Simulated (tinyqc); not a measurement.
Comparisons within one model: sp3s* tight binding. A value that a table varies takes the place of the one given here.

sp3s* tight binding, nearest neighbours only: anion (a) at 0, cation (c) at a/4 (1,1,1), orbitals s, px, py, pz, s* on each; k in units of 2 pi/a. With phases e_j = exp(i (pi/2) k.n_j) for n = (1,1,1), (1,-1,-1), (-1,1,-1), (-1,-1,1): g0 = (e1+e2+e3+e4)/4, g1 = (e1+e2-e3-e4)/4, g2 = (e1-e2+e3-e4)/4, g3 = (e1-e2-e3+e4)/4. The diagonal holds the levels Esa, Epa, Exa (s*) and Esc, Epc, Exc. Anion-cation block: <sa|sc> = Vss g0; <sa|xc> = Vsapc g1; <xa|sc> = -Vscpa g1; <xa|xc> = Vxx g0; <xa|yc> = <ya|xc> = Vxy g3, <xa|zc> = <za|xc> = Vxy g2, <ya|zc> = <za|yc> = Vxy g1; <s*a|xc> = Vxapc g1; <xa|s*c> = -Vpaxc g1; y and z take g2 and g3 in place of g1; s-s* and s*-s* vanish.

Values chosen for the exercise (near a published set for InAs, fitted to gaps, whose masses and valley positions are rough; the results hold for these values, not for the real material): Esa = -9.562 eV (s level of the anion); Epa = 0.923 eV (p level of the anion); Esc = -2.689 eV (s level of the cation); Epc = 3.693 eV (p level of the cation); Exa = 7.379 eV (s* level of the anion); Exc = 6.73 eV (s* level of the cation); Vss = -5.524 eV (s-s); Vxx = 1.825 eV (px-px); Vxy = 4.521 eV (px-py); Vsapc = 3.012 eV (s anion, p cation); Vscpa = 5.467 eV (s cation, p anion); Vxapc = 3.331 eV (s* anion, p cation); Vpaxc = 3.861 eV (p anion, s* cation); eta = 2 (scaling exponent); D001 = 1.13 (ratio -ezz/exx).

## What the s* orbital does

The s* couplings Vxapc and Vpaxc are scaled by f; f = 0 is the plain sp3 model. Gaps from the top of the valence band at Gamma; the Delta value is the minimum on (x,0,0), 0.5 <= x <= 1.

Gaps (eV):
```
f      Gamma   Delta       L  x of the minimum
0.00  0.3632  3.2909  2.1930             0.500
0.25  0.3632  3.2207  2.1254             0.500
0.50  0.3632  3.0288  1.9375             0.500
0.75  0.3632  2.7549  1.6635             0.500
0.90  0.3632  2.5544  1.4728             1.000
1.00  0.3632  2.2651  1.3388             1.000
1.10  0.3632  1.9711  1.2009             1.000
```

What does this show, and why?

The gap at Gamma stays, since g1 to g3 vanish there. From f = 0 to 1 the s* levels lower the Delta value by 1.026 eV and L by 0.854 eV. For f = 0, 0.25, 0.5 and 0.75 the least value lies at x = 0.5, the end of the range: any valley further out lies above that value until s* has lowered it enough. The lowest of the three is Gamma at both f = 0 and f = 1.

## Hydrostatic strain (sp3s* tight binding, strained)

Strain e moves each bond vector to d = (1 + e) d0 (no internal displacement for the diagonal strains used here) and k is given in fractions of the strained reciprocal cell, so the phases stay. Two-centre values Vss_sigma = Vss/4, Vsp_sigma = sqrt3 V/4 for each s-p and s*-p pair, Vpp_sigma = (Vxx + 2 Vxy)/4, Vpp_pi = (Vxx - Vxy)/4 are scaled by (d0/d)^eta and combined with the new direction cosines; the levels on the diagonal stay.

exx = eyy = ezz = e. Gaps as measured from the top of the valence band; the deformation potentials are (gap(0.01) - gap(-0.01))/0.06.

Gaps (eV):
```
e       Gamma   Delta       L  x of the minimum
-0.03  0.7526  2.2391  1.4977             1.000
-0.02  0.6181  2.2477  1.4428             1.000
-0.01  0.4884  2.2564  1.3898             1.000
0.00   0.3632  2.2651  1.3388             1.000
0.01   0.2425  2.2739  1.2897             1.000
0.02   0.1261  2.2827  1.2423             1.000
0.03   0.0137  2.2381  1.1968             0.500
```

gap deformation potentials (eV): Gamma -4.097, Delta 0.292, L -1.669

How do the results move?

Per unit of volume strain the gaps move by -4.10 (Gamma), +0.29 (Delta) and -1.67 eV (L). The lowest valley stays Gamma over the range. These potentials follow from the one exponent eta, which fitted models replace by one for each integral; with it the sizes are rough, the sign for Delta can be wrong (in Si, Ge and the III-V crystals measured values are small and positive), and the pressures at which valleys cross, and which valley takes over, are rough too. A gap of zero, where one is listed, marks an s level that has sunk below the valence top.

## Biaxial strain splits the top of the valence band (sp3s* tight binding, strained)

No spin-orbit coupling; k = 0; exx = eyy = e, ezz = -D001 e. The four bonds keep equal lengths, and the sums over them give Vxx(e) for px and py and Vzz(e) for pz; each level is the lower root of [[Epa, V], [V, Epc]], and the s level the upper root of the s block. The shear potential b follows from E(x,y) - E(z) = 3 b (exx - ezz), taken as the slope between e = -0.005 and 0.005.

Couplings and levels at Gamma (eV):
```
e           ezz  Vxx(e)  Vzz(e)   E(x,y)     E(z)  E(x,y) - E(z) (meV)  upper s level
-0.020   0.0226  1.7141  2.1086   0.1043  -0.2148                319.0         0.4332
-0.010   0.0113  1.7705  1.9654   0.0602  -0.0964                156.5         0.4071
-0.005   0.0056  1.7980  1.8948   0.0384  -0.0391                 77.5         0.3937
0.005   -0.0056  1.8516  1.7559  -0.0043   0.0716                -75.9         0.3665
0.010   -0.0113  1.8777  1.6875  -0.0252   0.1249               -150.2         0.3527
0.020   -0.0226  1.9285  1.5529  -0.0663   0.2272               -293.5         0.3245
```

b = -2.401 eV

How do the results move?

Under tension in the plane (e > 0) the bonds tilt towards the plane, Vxx grows to 1.8777 and Vzz falls to 1.6875 eV at e = 0.01, and the pz state forms the top of the valence band, by 150.2 meV; under compression (e = -0.01) the px, py pair does, by 156.5 meV. The slope gives b = -2.40 eV, a rough value, since on-site strain terms are left out (measured values lie near -2 eV).

## What each parameter does

Gaps from the top of the valence band at Gamma; Delta is the minimum on (x,0,0), 0.5 <= x <= 1. Each row changes one parameter from the base and keeps the others.

Results:
```
case              Ev (eV)  gap Gamma (eV)  gap Delta (eV)  gap L (eV)
base               0.0170          0.3632          2.2651      1.3388
Esa = -9.262 eV    0.0170          0.4353          2.2784      1.3639
Exc = 7.03 eV      0.0170          0.3632          2.2651      1.3525
Vss = -5.224 eV    0.0170          0.1105          2.2651      1.2873
Epc = 3.993 eV     0.0733          0.3069          2.4077      1.3709
Vscpa = 5.167 eV   0.0170          0.3632          2.2651      1.2233
Esc = -2.389 eV    0.0170          0.5937          2.2651      1.4508
```

What does this show?

The largest shifts from the base row, up to three for each result and ties (the steps differ in size, so this ranks the rows, not the parameters). Ev (eV): Epc +0.0563; unchanged at the printed digits by Esa, Exc, Vss, Vscpa and Esc. gap Gamma (eV): Vss -0.2527, Esc +0.2305, Esa +0.0720; unchanged at the printed digits by Exc and Vscpa. gap Delta (eV): Epc +0.1426, Esa +0.0133; unchanged at the printed digits by Exc, Vss, Vscpa and Esc. gap L (eV): Vscpa -0.1154, Esc +0.1120, Vss -0.0515. Exc and Vscpa cannot move Ev or the gap at Gamma, whose blocks do not hold them; s parameters never move Ev, and move the gap only where the lowest empty level at Gamma is s-like.

tinyqc: `OMP_NUM_THREADS=1 python tinyqc.py 1452796 1452797 out.jsonl`; about 0.06 s, one thread, shared Intel(R) Xeon(R) Processor @ 2.30GHz.
